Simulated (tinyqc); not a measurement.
Worked calculation: hole subbands of a hard-walled well, four-band Luttinger model. Values are carried at full precision from step to step, so a last printed digit may differ when a step is redone from the rounded ones.

Constants: hbar^2/2m0 = 3.80998211 eV angstrom^2.

Parameters, chosen for this exercise (near those of Si; the results hold for these values, not for the real material): b = -2.09 eV (shear deformation potential); C11 = 165.3 GPa; C12 = 63.3 GPa; e_par = -0.0057 (strain in the plane); g1 = 4.28 (Luttinger gamma1); g2 = 0.34 (gamma2); L = 75 angstrom (well width along [001]); g3 = 1.44 (gamma3); k = 0.0608 1/angstrom (wave vector in the plane); N = 4 (sines for each component); kmax = 0.101 1/angstrom (end of the path).

## Shear strain energy

e_perp = -2 (C12/C11) e_par and Zs = b (e_par - e_perp); Zs > 0 lifts the heavy-hole edge by Zs and lowers the light-hole edge by Zs.

e_perp = 0.00437
shear strain energy Zs = 0.02104 eV

## Levels at k = 0

R and S vanish: HHn = c (g1 - 2 g2)(n pi/L)^2 - Zs and LHn = c (g1 + 2 g2)(n pi/L)^2 + Zs, c = hbar^2/2m0, hole energies counted downwards. Sort HH1 to HH4 and LH1, LH2.

Levels:
```
subband  E (eV)
HH1      0.0030
LH1      0.0542
HH2      0.0752
LH2      0.1537
HH3      0.1956
HH4      0.3640
```

The top subband is HH1, 51.2 meV from LH1. The confinement energy of LH1 or the strain splitting is not small against a spin-orbit splitting of about 0.044 eV, so a six-band model would move the light holes.

## The matrix at one k

Hole energies are counted downwards from the unstrained band edge, c = hbar^2/2m0. After the usual block transformation one block is H = [[P + Q - Zs, R - i S], [R + i S, P - Q + Zs]] in (heavy, light), with P +/- Q = c [(g1 +/- g2) k^2 + (g1 -/+ 2 g2) kz^2], R = sqrt(3) c gR k^2, S = 2 sqrt(3) c g3 k kz, kz = -i d/dz; axial approximation gR = (g2 + g3)/2. Zs = b (e_par - e_perp) is the shear part of the strain (the hydrostatic part shifts all levels alike and is left out). Basis sqrt(2/L) sin(n pi z/L), n = 1 to N, for each component: kz^2 gives (n pi/L)^2 and the heavy-light block is R delta_nm - 2 sqrt(3) c g3 k D_nm with D_nm = 4 n m/(L (n^2 - m^2)) for n + m odd, 0 otherwise. The other block has the same levels. The split-off band is left out, a severe simplification for a spin-orbit splitting near 0.04 eV.

Fill in the 2N x 2N matrix, in meV.

H(k) (meV):
```
       h1      h2      h3       h4      l1      l2       l3      l4
h1  68.10       0       0        0   21.71   41.09        0   16.43
h2      0  140.30       0        0  -41.09   21.71    73.95       0
h3      0       0  260.63        0       0  -73.95    21.71  105.65
h4      0       0       0   429.09  -16.43       0  -105.65   21.71
l1  21.71  -41.09       0   -16.43  109.69       0        0       0
l2  41.09   21.71  -73.95        0       0  209.16        0       0
l3      0   73.95   21.71  -105.65       0       0   374.95       0
l4  16.43       0  105.65    21.71       0       0        0  607.05
```

## Levels and mixing

Diagonalise; give the four lowest hole energies and the weight of the heavy component (the first half of the basis) in each.

levels (meV): 46.75  76.34  150.24  157.09

heavy weight: 0.783  0.549  0.445  0.540

The most mixed of the four is number 4, with 54 % heavy character. Against 60 sines these levels lie 0.3, 0.6, 0.7 and 1.2 meV too high: the small basis lacks the higher sines, which carry the upper levels.

## Dispersion in the plane

N = 20, nine points from 0 to kmax.

Hole energies (meV):
```
k (1/angstrom)      E1      E2      E3      E4  heavy weight of 1  heavy weight of 2
0.0000            3.03   54.19   75.23  153.67              1.000              0.000
0.0126            5.30   53.48   80.06  151.31              0.996              0.116
0.0253           11.89   53.84   92.07  147.72              0.981              0.262
0.0379           22.05   57.76  108.81  146.77              0.941              0.375
0.0505           34.78   66.00  129.56  149.99              0.864              0.479
0.0631           49.31   78.24  154.50  157.59              0.764              0.565
0.0757           65.75   93.35  168.86  184.18              0.675              0.605
0.0884           84.64  110.50  182.75  218.42              0.612              0.605
0.1010          106.48  129.66  198.63  254.88              0.569              0.586
```

At small k the hole energy falls in subbands 2 and 4: an electron-like mass, caused by repulsion from a deeper subband. E2 - E1 is smallest, 23.2 meV, at k = 0.1010 of the points listed. The top subband goes from 1.00 to 0.57 in heavy weight.

## Mass of HH1 in the plane

Second order in k: 1/m = g1 + g2 - sum_n 12 c g3^2 D_1n^2/(LHn - HH1) over even n up to 60, with D_1n = 4n/(L (n^2 - 1)) in size, LHn - HH1 = c [(g1 + 2 g2) n^2 - (g1 - 2 g2)](pi/L)^2 + 2 Zs, c = hbar^2/2m0.

LHn - HH1 for n = 2, 4, 6 (meV): 150.6  548.5  1211.7
terms for n = 2, 4, 6: 0.7956  0.0350  0.0065
sum of all terms = 0.8410
mass without mixing, 1/(g1 + g2) = 0.2165 m0
1/m with mixing = 3.7790 1/m0

Mixing with the light holes takes m from 0.216 to 0.265 m0.

## Checks

- 1/m of HH1 from the full matrix (N = 60) at small k against second order: both 3.779.
- The 2 x 2 block with gR = g2 (k along [100]) for a plane wave (k, 0, pi/L) against the bulk heavy-hole formula, eV: both 0.03978.
- Lowest level at the given k on a real-space grid of 240 points against 60 sines, eV: both 0.0465.

(tinyqc, `OMP_NUM_THREADS=1 python tinyqc.py 1251410 1251411 out.jsonl`, Intel(R) Xeon(R) Processor @ 2.30GHz, 1 thread, shared host, about 0.1 s.)
